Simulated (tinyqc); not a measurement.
# Single-band model of a thermoelectric material, step by step

A worked calculation. Computed by tinyqc, a small Python program that keeps every step. Command: `OMP_NUM_THREADS=1 python tinyqc.py 3019528 3019529 out.jsonl thermo walk`. One thread of a shared host (Intel(R) Xeon(R) Processor @ 2.30GHz), about 0.02 s of CPU time with the checks. Intermediate numbers are printed to about 6 digits and carried at full precision; extremes and crossings named in words are read from the listed rows.

One spherical band, one scattering law, no minority carriers and no phonon drag. In a real material minority carriers limit |S| to about E_g/(2 e T), so larger values are formal. eta = E_F/(k_B T) is counted from the band edge; f = 1/(1 + exp(x - eta)).

Inputs (values chosen for the exercise, for a model material):
```
quantity                                value        unit
density-of-states mass m                  1.5         m_0
non-parabolicity alpha                   0.68        1/eV
mobility parameter mu_300                2300  cm^2/(V s)
temperature exponent p                    2.5           -
lattice thermal conductivity kappa_L       71     W/(m K)
carrier density n                     5.7e+19      1/cm^3
temperature T                             380           K
```

Band: Kane. Scattering: acoustic phonons, r = -0.5.

Constants: m_0 = 9.1093837015e-31 kg; k_B = 1.380649e-23 J/K; hbar = 1.054571817e-34 J s; k_B = 8.617333262e-05 eV/K; e = 1.602176634e-19 C.

## Fermi level

With x = E/(k_B T), a = alpha k_B T (0 for a parabolic band), G = x (1 + a x), D = 1 + 2 a x and <y> = int y f (1 - f) dx, f = 1/(1 + exp(x - eta)): tau = tau_0 G^r/D; transport function s = G^(3/2 + r)/D^2; n = N_0 <G^(3/2)> with N_0 = (2 m k_B T)^(3/2)/(3 pi^2 hbar^3). Integrals over x = E/(k_B T) use 160 Gauss-Legendre points in u = sqrt(x) from 0 to sqrt(max(eta, 0) + 32). Solve for eta.

N_0 = 4.94386e+19 1/cm^3

reduced Fermi level eta = 0.0416107

## Transport integrals

The formulas are those given above.

<s> = 0.618534

<x s> = 1.40159

<x^2 s> = 4.40099

<G^(3/2)> = 1.15295

<G^(3/2 + 2r)/D^4> = 0.415052

## Coefficients

sigma = e mu_0 N_0 <s> with mu_0 = e tau_0/m = mu_300 (T/300 K)^(-p); |S| = (k_B/e)(<x s>/<s> - eta); Lorenz number L = (k_B/e)^2 (<x^2 s>/<s> - (<x s>/<s>)^2); kappa_e = L sigma T; zT = S^2 sigma T/(kappa_L + kappa_e). Hall factor r_H = <G^(3/2)> <G^(3/2 + 2r)/D^4>/<s>^2; drift mobility sigma/(n e) with n = N_0 <G^(3/2)>; power factor S^2 sigma.

conductivity sigma = 6240.40 S/cm

Seebeck coefficient |S| = 191.682 microvolt/K

Lorenz number L = 1.47068 1e-8 V^2/K^2

drift mobility = 683.325 cm^2/(V s)

Hall factor r_H = 1.25079

power factor = 229.285 microwatt/(cm K^2)

kappa_e = 3.48751 W/(m K)

zT = 0.116970

L is 60 % of the degenerate value pi^2/3 (k_B/e)^2 = 2.443. The charge carriers transport 5 % of the heat.

## Best doping

Quality factor B = (k_B/e)^2 e mu_0 N_0 T/kappa_L; zT and the power factor are maximised over eta between -8 and 30.

quality factor B = 0.0400977

eta of the largest zT = 0.135303

density of the largest zT = 6.13658e+19 1/cm^3

largest zT = 0.117094

|S| at the largest zT = 186.008 microvolt/K

eta of the largest power factor = 0.308438

density of the largest power factor = 7.01242e+19 1/cm^3

largest power factor = 231.062 microwatt/(cm K^2)

The sample is underdoped by a factor 1.08 and reaches 100 % of the best zT. zT peaks at a density 1.14 times lower than the power factor, because kappa_e grows with n.

## Against the Fermi level

The formulas are those given above.

The same material at other dopings:
```
eta   n (1/cm^3)  |S| (microvolt/K)  sigma (S/cm)  power factor (microwatt/(cm K^2))        zT
-4   1.29811e+18            508.292   1.62149e+02                             41.893  0.022396
-3   3.49203e+18            423.406   4.33680e+02                             77.747  0.041482
-2   9.23741e+18            340.588   1.13025e+03                            131.109  0.069599
-1   2.34830e+19            262.632   2.77343e+03                            191.299  0.100309
0    5.51426e+19            194.244   6.06102e+03                            228.686  0.116836
1    1.14781e+20            140.006   1.12339e+04                            220.202  0.107610
2    2.08990e+20            100.835   1.76274e+04                            179.229  0.082474
4    5.02961e+20             55.711   3.06865e+04                             95.242  0.038355
6    9.29286e+20             34.294   4.18766e+04                             49.251  0.017694
10   2.16919e+21             16.620   5.85303e+04                             16.168  0.004989
```

|S| falls and sigma rises with eta, so their product S^2 sigma peaks: among these rows at eta = 0, and zT at eta = 0, where |S| = 194 microvolt/K. zT stays above 90 % of its best row from n = 5.5e19 to 1.1e20 per cm^3.

Checks made by the program: n recomputed from eta (relative difference below 1e-10).
